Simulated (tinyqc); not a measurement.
Phase space against the mass ratio: three-phonon processes in a diatomic chain: dispersion, energy and momentum conservation, and decay channels of optical phonons. Computed by tinyqc, a small Python program. Command: `OMP_NUM_THREADS=1 python tinyqc.py 3121040 3121041 out.jsonl threeph walk`. One thread of a shared host (Intel(R) Xeon(R) Processor @ 2.30GHz), about 0.05 s of CPU time with the checks.

Cell length a, two atoms, one spring constant. x = q a/pi runs from -1 to 1; A and O are the acoustic and optical branches. Matrix elements are not computed: only conservation laws and occupation factors are followed.

Inputs (values chosen for the exercise, for a model chain): light mass m = 27 u; spring constant k = 13 eV/angstrom^2; temperature T = 100 K.

Constants: nu for 1 eV/(angstrom^2 u) = 15.6333042 THz; h x 1 THz = 4.135667696 meV; k_B = 8.617333262e-05 eV/K.

Method:
- omega^2 = k (1/m + 1/M) -/+ k sqrt((1/m + 1/M)^2 - 4 sin^2(pi x/2)/(m M)); nu = 15.6333042 THz x sqrt(omega^2) for eV/(angstrom^2 u).
- Processes for O(x): decay O -> A + A and O -> O + A with x = x' + x'' (mod 2), and absorption O + A -> O with x + x' = x'' (mod 2). Roots of the energy mismatch in x' are bracketed on 4001 points from -1 to 1 and refined. A process is umklapp (U) if the sum of wave numbers leaves (-1, 1]. Weight = occupation factor/|d mismatch/dx'|, the factor being 1 + n' + n'' for decay and n' - n'' for absorption. Pairs that differ only by exchanging two acoustic products count once, and the trivial root x' = 0 is left out.
- Total weight summed over channels and averaged over x = 0.05, 0.15, ..., 0.95, with m and k fixed; share of those x with an open channel.

Optical phonons:
```
M/m  weight, A + A (1/THz)  weight, with O (1/THz)  share open
1.1                0.05887                       0         1.0
1.5                0.15509                       0         1.0
2.0                0.09653                       0         0.8
2.5                0.05748                       0         0.5
2.9                0.04473                       0         0.2
3.3                0.00000                       0         0.0
3.7                0.00000                       0         0.0
4.2                0.00000                       0         0.0
6.0                0.00000                       0         0.0
```

The A + A channel closes between M/m = 2.9 and 3.3 on this grid: energy conservation alone would allow it up to M/m = 4, where the optical bottom passes twice the acoustic top, but momentum must be conserved too. No channel with a second optical phonon opens at any ratio. A large gap that shuts such channels is one reason why crystals with very unequal masses can conduct heat well.
